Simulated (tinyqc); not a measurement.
Scattering rates of a carrier in a spherical band by Fermi's golden rule: one step, computed by the program tinyqc.

All processes here are isotropic or elastic, and the rate listed is the momentum relaxation rate.

Question. Ionised impurities. Parabolic band: E = hbar^2 k^2/(2 m), speed v = hbar k/m, states per spin, volume and energy g(E) = m k/(2 pi^2 hbar^2). Masses are multiplied by m_0 and all formulas are in SI units. Singly charged impurities, momentum relaxation: 1/tau = N_I e^4 m (1 + 2 alpha E) Phi/(8 pi (eps_s eps_0)^2 hbar^3 k^3), with alpha = 0 for a parabolic band. Conwell-Weisskopf: Phi = ln(1 + y^2), y = 4 pi eps_s eps_0 E N_I^(-1/3)/e^2 (largest impact parameter N_I^(-1/3)/2).

Inputs (values chosen for the exercise, for a model non-polar semiconductor):
```
quantity                                  value    unit
density-of-states mass of one valley m     0.14     m_0
static permittivity eps_s                  11.1       -
ionised impurity density N_I            1.8e+17  1/cm^3
carrier energy E                             45     meV
```

Crystal: non-polar. Band: parabolic. Impurity formula: Conwell-Weisskopf. Further scattering: neutral impurities.

Constants: eps_0 = 8.8541878128e-12 F/m; e = 1.602176634e-19 C; m_0 = 9.1093837015e-31 kg; hbar = 1.054571817e-34 J s.

Give: y; ionised-impurity rate.

Answer.

y = 6.144

ionised-impurity rate = 2.889e+12 1/s
